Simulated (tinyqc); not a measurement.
# Insulator thickness and V0 from two charges

Question. In an undoped wire Vg - V0 = Q/Cox + Vt ln(Q/Q0) + Vt ln(1 + Q/Q0) at the source, with Q0 = 4 eps0 eps_r Vt/R and Cox = eps0 eox/(R ln(1 + tox/R)). Find Cox, tox and V0.

Inputs (values chosen for the exercise); material values close to those of silicon:
```
symbol,value,unit,meaning
T,350,K,temperature
eps_r,11.8,,relative permittivity of the semiconductor
eox,7.74,,relative permittivity of the gate insulator
R,8,nm,wire radius
```

Constants: q = 1.602176634e-19 C, kB = 1.380649e-23 J/K, Vt = kB T/q, eps0 = 8.8541878128e-14 F/cm where lengths are in cm. Results are converted to the units shown.

Qs at Vg = 0.83 and 1.23 V (nC/cm^2): [367.14182, 899.02109]

Answer. The two equations are linear in 1/Cox and V0; tox follows by inverting the logarithm.

Cox = 1.512 uF/cm^2
tox = 6.100 nm
V0 = 0.5253 V

Numbers from tinyqc (`OMP_NUM_THREADS=1 python tinyqc.py 2460129 2460130 out.jsonl`; about 0.03 s on one thread of a shared Intel Xeon 2.30GHz).
